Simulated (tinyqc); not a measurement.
sp3s* tight binding: one step. Levels at this k. The numbers come from values chosen for the exercise (near a published set for Si, fitted to gaps, whose masses and valley positions are rough).

H(k) (eV):
```
                      sa                   xa                   ya                   za                  s*a
sa             -4.213000                    0                    0                    0                    0
xa                     0             1.715000                    0                    0                    0
ya                     0                    0             1.715000                    0                    0
za                     0                    0                    0             1.715000                    0
s*a                    0                    0                    0                    0             6.696000
sc   -3.492567-2.393244i   1.883327+2.136215i   1.883327+2.136215i   1.883327+2.136215i                    0
xc   -1.883327-2.136215i   0.722571+0.495134i  -1.502135-1.703837i  -1.502135-1.703837i  -1.759981-1.996306i
yc   -1.883327-2.136215i  -1.502135-1.703837i   0.722571+0.495134i  -1.502135-1.703837i  -1.759981-1.996306i
zc   -1.883327-2.136215i  -1.502135-1.703837i  -1.502135-1.703837i   0.722571+0.495134i  -1.759981-1.996306i
s*c                    0   1.759981+1.996306i   1.759981+1.996306i   1.759981+1.996306i                    0

                      sc                   xc                   yc                   zc                 s*c
sa   -3.492567+2.393244i  -1.883327+2.136215i  -1.883327+2.136215i  -1.883327+2.136215i                   0
xa    1.883327-2.136215i   0.722571-0.495134i  -1.502135+1.703837i  -1.502135+1.703837i  1.759981-1.996306i
ya    1.883327-2.136215i  -1.502135+1.703837i   0.722571-0.495134i  -1.502135+1.703837i  1.759981-1.996306i
za    1.883327-2.136215i  -1.502135+1.703837i  -1.502135+1.703837i   0.722571-0.495134i  1.759981-1.996306i
s*a                    0  -1.759981+1.996306i  -1.759981+1.996306i  -1.759981+1.996306i                   0
sc             -4.213000                    0                    0                    0                   0
xc                     0             1.715000                    0                    0                   0
yc                     0                    0             1.715000                    0                   0
zc                     0                    0                    0             1.715000                   0
s*c                    0                    0                    0                    0            6.696000
```

Problem. Diagonalise H, which belongs to k = (0.46, 0.46, 0.46) (2 pi/a). Four bands are filled (two electrons each); give the make-up of band 5, the lowest empty one.

Give: levels; weights of band 5; weight of band 5 on atom a.

Solution.

levels (eV): -10.1664  -6.9711  -1.4131  -1.4131  2.3468  2.7137  4.8431  4.8431  9.1868  11.2863

weights of band 5: s 0.352, p 0.305, s* 0.343

weight of band 5 on atom a = 0.500

The vertical gap at this k is 3.7598 eV; band 5 is mostly s-like.

tinyqc: `OMP_NUM_THREADS=1 python tinyqc.py 1482051 1482052 out.jsonl`; about 0.1 s, one thread, shared Intel(R) Xeon(R) Processor @ 2.30GHz.
